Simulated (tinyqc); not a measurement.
Polycrystal bounds against single-crystal directions: anisotropic elasticity and sound waves of a cubic crystal. Computed by tinyqc, a small Python program. Command: `OMP_NUM_THREADS=1 python tinyqc.py 3005492 3005493 out.jsonl cubicelastic walk`. One thread of a shared host (Intel(R) Xeon(R) Processor @ 2.30GHz), about 0.01 s of CPU time with the checks.

Voigt order 1..6 = xx, yy, zz, yz, xz, xy, with engineering shear strains. The rotated frame has x' as named, z' along the wafer normal and y' = z' x x'.

Inputs (values chosen for the exercise, modelled on copper): C11 = 170.1 GPa; C12 = 122.4 GPa; C44 = 75.41 GPa.

Frame: (112) wafer, x' along [1-10].

Method. S11 = (C11 + C12)/D, S12 = -C12/D, D = (C11 - C12)(C11 + 2 C12), S44 = 1/C44. Zener ratio A = 2 C44/(C11 - C12); S0 = S11 - S12 - S44/2; H = 2 C44 + C12 - C11. B = (C11 + 2 C12)/3; Voigt G = (C11 - C12 + 3 C44)/5; Reuss G = 5/(4 (S11 - S12) + 3 S44); Hill is their mean; E = 9BG/(3B + G), nu = (3B - 2G)/(6B + 2G). Along <hkl>, with g = 0, 1/4, 1/3: 1/E = S11 - 2 S0 g; for a film with that normal C33 = C11 + 2 H g and M = [6B - (3B - C33) - (3B - C33)^2/C33]/2.

S11 = 14.7796 1/TPa

S12 = -6.18471 1/TPa

S44 = 13.2608 1/TPa

S0 = 14.3339 1/TPa

H = 103.12 GPa

Zener ratio A = 3.16184

bulk modulus B = 138.3 GPa

Averages:
```
average  G (GPa)  E (GPa)       nu
Voigt     54.786   145.19  0.32503
Reuss     40.440   110.55  0.36678
Hill      47.613   128.13  0.34558
```

Directions:
```
direction  E (GPa)  biaxial modulus M (GPa)
<100>        67.66                   116.35
<110>       131.36                   234.05
<111>       191.44                   261.99
```

What follows from these numbers?

The bounds on G differ by 35 %, while E varies by a factor 2.83 with direction; with A above 1 the stiffest axis is <111>. Under a fixed mismatch strain, grains with a <100> normal store the least energy.

Extremes, crossings and ranges named in words are read from the listed rows.
